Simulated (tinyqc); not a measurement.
Inside a calculation. Method: Hueckel theory of the pi electrons with the omega technique, for the molecule Bc1cccccc1=O (SMILES; centres numbered as the heavy atoms are written). One step of it, computed by the program tinyqc.

Task: Orbitals, round 2. Diagonalise; E = alpha + x beta with beta < 0, so the largest x are filled first; degenerate levels share their electrons. P = sum n_i c_ri c_si; each orbital has its largest coefficient positive (the first on a tie).

matrix after round 1:
```
           1B        2C        3C        4C        5C        6C        7C        8C
1B  -1.028903  0.700000  0.000000  0.000000  0.000000  0.000000  0.000000  0.000000
2C   0.700000  0.004393  1.000000  0.000000  0.000000  0.000000  0.000000  1.000000
3C   0.000000  1.000000  0.050965  1.000000  0.000000  0.000000  0.000000  0.000000
4C   0.000000  0.000000  1.000000  0.026240  1.000000  0.000000  0.000000  0.000000
5C   0.000000  0.000000  0.000000  1.000000  0.039529  1.000000  0.000000  0.000000
6C   0.000000  0.000000  0.000000  0.000000  1.000000  0.035291  1.000000  0.000000
7C   0.000000  0.000000  0.000000  0.000000  0.000000  1.000000  0.028285  1.000000
8C   0.000000  1.000000  0.000000  0.000000  0.000000  0.000000  1.000000  0.058773
9O   0.000000  0.000000  0.000000  0.000000  0.000000  0.000000  0.000000  1.000000

          9O
1B  0.000000
2C  0.000000
3C  0.000000
4C  0.000000
5C  0.000000
6C  0.000000
7C  0.000000
8C  1.000000
9O  0.785426
```

pi electrons, sum of z_r less the charge = 8

Give: x values; occupations; coefficients; charge and bond-order matrix P.

Result:

x values: 2.2170  1.6003  1.3176  0.6700  -0.2606  -0.6001  -1.1329  -1.7833  -2.0280

occupations: 2.0000  2.0000  2.0000  2.0000  0.0000  0.0000  0.0000  0.0000  0.0000

coefficients:
```
       MO1      MO2      MO3      MO4      MO5      MO6      MO7      MO8
1B  0.0862  -0.0170  -0.1294  -0.1518  -0.3923  -0.0041   0.8008   0.0948
2C  0.3998  -0.0640  -0.4339  -0.3684  -0.4306  -0.0025  -0.1190  -0.1022
3C  0.2983   0.2777  -0.5057  -0.0589   0.3188   0.4810  -0.1650   0.3024
4C  0.2463   0.4942  -0.2066   0.3319   0.3313  -0.3107   0.3143  -0.4525
5C  0.2414   0.5003   0.2389   0.2726  -0.4138  -0.2864  -0.1994   0.5164
6C  0.2793   0.2866   0.5119  -0.1601  -0.2071   0.4939  -0.0806  -0.4888
7C  0.3679  -0.0517   0.4175  -0.3742   0.4751  -0.0274   0.2935   0.3726
8C  0.5259  -0.3679   0.0264  -0.0801   0.0699  -0.4766  -0.2602  -0.1861
9O  0.3674  -0.4514   0.0497   0.6937  -0.0668   0.3440   0.1357   0.0724

        MO9
1B  -0.3850
2C   0.5496
3C  -0.3509
4C   0.1799
5C  -0.0187
6C  -0.1413
7C   0.3102
8C  -0.4966
9O   0.1765
```

charge and bond-order matrix P:
```
         1B       2C       3C       4C       5C       6C       7C       8C
1B   0.0950   0.2953   0.1908  -0.0217  -0.1200  -0.0455   0.0707   0.1207
2C   0.2953   0.9759   0.6852   0.0684  -0.2792  -0.1397   0.2141   0.5036
3C   0.1908   0.6852   0.8505   0.5912   0.1481  -0.1730  -0.1874   0.0921
4C  -0.0217   0.0684   0.5912   0.9156   0.6957   0.1031  -0.2908  -0.1686
5C  -0.1200  -0.2792   0.1481   0.6957   0.8799   0.5789   0.1213  -0.1452
6C  -0.0455  -0.1397  -0.1730   0.1031   0.5789   0.8956   0.7231   0.1355
7C   0.0707   0.2141  -0.1874  -0.2908   0.1213   0.7231   0.9047   0.5069
8C   0.1207   0.5036   0.0921  -0.1686  -0.1452   0.1355   0.5069   0.8380
9O  -0.1447  -0.2027  -0.1635   0.1748   0.1276  -0.2249  -0.1607   0.6101

         9O
1B  -0.1447
2C  -0.2027
3C  -0.1635
4C   0.1748
5C   0.1276
6C  -0.2249
7C  -0.1607
8C   0.6101
9O   1.6448
```
